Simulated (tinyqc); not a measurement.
# MOSFET in saturation, small-signal circuit and noise: effect of the temperature on speed and noise

Bias by the inversion coefficient IC = I/Ispec (charge-based model with velocity saturation; weak inversion below 0.1, strong above 10). Common-source circuit: gm, gds, Cgs, Cgd and Cj at the inner nodes, Rg in series with the gate; quasi-static, no source or drain resistance, no gate-body capacitance, no substrate network, no induced gate noise, so fmax is an upper estimate.

Ispec = 2 n mu Cox (W/L) Vt^2, lc = Ls/L, gms = [sqrt((lc IC + 1)^2 + 4 IC) - 1]/[2 + lc (lc IC + 1)], gm = gms Ispec/(n Vt), gds = sg gm. qs = [sqrt(1 + 4 IC) - 1]/2, Cgs = Cox W L qs (2 qs + 3)/(3 (qs + 1)^2) + Cov W, Cgd = Cov W, Cd = Cj W, Rg = Rsh (Wf/L)/(12 Nf) + Rc/W with Nf = W/Wf fingers (not rounded) contacted at both ends. fT = gm/(2 pi (Cgs + Cgd)), fmax = fT/(2 sqrt(Rg (gds + 2 pi fT Cgd))). Channel noise Sid = 4 kB T gam n gm with gam = (1/2 + (2/3) qs)/(1 + qs) + gw lc IC, qs = [sqrt(1 + 4 IC) - 1]/2, lc = Ls/L (the last term an empirical rise with velocity saturation); at the gate, white noise Sw = Sid/gm^2 + 4 kB T Rg. Number fluctuation with correlated mobility: S(f) = K/f, K = q^2 Vt lt Nt/(W L Cox^2) (1 + ac mu Cox I/gm)^2, Vt in eV with Nt per eV. Corner fc = K/Sw. IC is held fixed, and so are mu, n, Ls and Nt.

Values chosen for this exercise:

| symbol | value | unit | meaning |
|---|---|---|---|
| L | 90 | nm | gate length |
| W | 20 | um | total gate width |
| Cox | 2.1 | uF/cm^2 | gate capacitance |
| mu | 230 | cm^2/(V s) | mobility |
| n | 1.41 |  | slope factor |
| Ls | 15 | nm | velocity-saturation length |
| sg | 0.034 |  | ratio gds/gm |
| Cov | 0.22 | fF/um | overlap and fringe capacitance per side |
| Cj | 0.3 | fF/um | drain junction capacitance |
| Rsh | 10 | ohm | sheet resistance of the gate |
| Wf | 2 | um | finger width |
| Rc | 300 | ohm um | gate contact and vertical resistance |
| IC | 4.2 |  | inversion coefficient |
| gw | 0.05 |  | short-channel excess of the noise factor |
| Nt | 1.6e17 | cm^-3 eV^-1 | oxide trap density |
| lt | 0.1 | nm | tunnelling length into the oxide |
| ac | 0 | V s/C | Coulomb scattering coefficient |

Constants: q = 1.602176634e-19 C, kB = 1.380649e-23 J/K, Vt = kB T/q. Results are converted to the units shown.

The same in every row: Rg (ohm) = 16.852.

Effect of the temperature on speed and noise:

| T (K) | I (uA) | fT (GHz) | fmax (GHz) | sqrt(Sw) (nV/Hz^0.5) | fc (MHz) |
|---|---|---|---|---|---|
| 100 | 94.401 | 16.222 | 84.780 | 1.3698 | 2.3761 |
| 150 | 212.40 | 24.333 | 103.83 | 1.3867 | 3.4778 |
| 200 | 377.61 | 32.445 | 119.90 | 1.4034 | 4.5276 |
| 250 | 590.01 | 40.556 | 134.05 | 1.4199 | 5.5288 |
| 300 | 849.61 | 48.667 | 146.84 | 1.4362 | 6.4849 |
| 350 | 1156.4 | 56.778 | 158.61 | 1.4523 | 7.3988 |
| 400 | 1510.4 | 64.889 | 169.56 | 1.4682 | 8.2733 |

As T goes from 100 to 400 K, fT rises from 16.2 to 64.9 GHz, fmax rises from 84.8 to 170 GHz, the white noise rises from 1.37 to 1.47 nV/Hz^0.5 and the corner rises from 2.38 to 8.27 MHz. At fixed IC and mobility the current goes as T^2 and gm as T, which is why fT rises; a real mobility would fall with T. For T = 100 to 150 K fmax exceeds 4 fT, where channel resistance and substrate losses, left out here, would cap it. For T = 100 to 150 K band tails and dopant freeze-out, left out here, change n and the noise.

tinyqc, about 0.01 s, one thread, Intel Xeon 2.30GHz (shared host): `OMP_NUM_THREADS=1 python tinyqc.py 2150043 2150044 out.jsonl`
